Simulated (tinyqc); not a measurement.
Tail length against growth temperature: equilibrium and kinetic segregation of a solute to boundaries and growing surfaces. Computed by tinyqc, a small Python program. Command: `OMP_NUM_THREADS=1 python tinyqc.py 3007601 3007602 out.jsonl segreg walk`. One thread of a shared host (Intel(R) Xeon(R) Processor @ 2.30GHz), about 0.01 s of CPU time with the checks.

Inputs (values chosen for the exercise, modelled on arsenic in polycrystalline silicon): exchange barrier E_b = 1.65 eV; surface segregation energy E_s = 0.47 eV; growth rate = 0.95 monolayers/s.

Constants: k_B = 8.617333262e-05 eV/K.

Method. Two-state exchange during growth, dilute: jump up r_u = nu exp(-E_b/(k_B T_g)), jump back r_d = r_u exp(-E_s/(k_B T_g)), nu = 1e13 1/s. In the time 1/R of one monolayer the share carried up is p = [r_u/(r_u + r_d)] [1 - exp(-(r_u + r_d)/R)]; the tail decays as p^n, length -1/ln p monolayers; the equilibrium limit has p = r_u/(r_u + r_d).

Exchange model:
```
T_g (K),r_u/R,p,length (monolayers),equilibrium limit
549,7.5059e-03,0.00748,2.0426e-01,20634
587,7.1771e-02,0.06926,3.7454e-01,10846
619,3.8752e-01,0.32125,8.8065e-01,6709
651,1.7727e+00,0.83001,5.3672e+00,4351
677,5.4855e+00,0.99554,2.2396e+02,3154
702,1.5019e+01,0.99958,2.3659e+03,2368
741,6.3110e+01,0.99936,1.5731e+03,1573
798,3.9965e+02,0.99893,9.3009e+02,930
894,5.2562e+03,0.99776,4.4672e+02,447
```

The length peaks among these rows at 702 K with 2370 monolayers. Below, exchange freezes (r_u/R = 0.0075 in the first row); above, the length follows the equilibrium limit, about exp(E_s/(k_B T)), down to 447.

Extremes, crossings and ranges named in words are read from the listed rows.
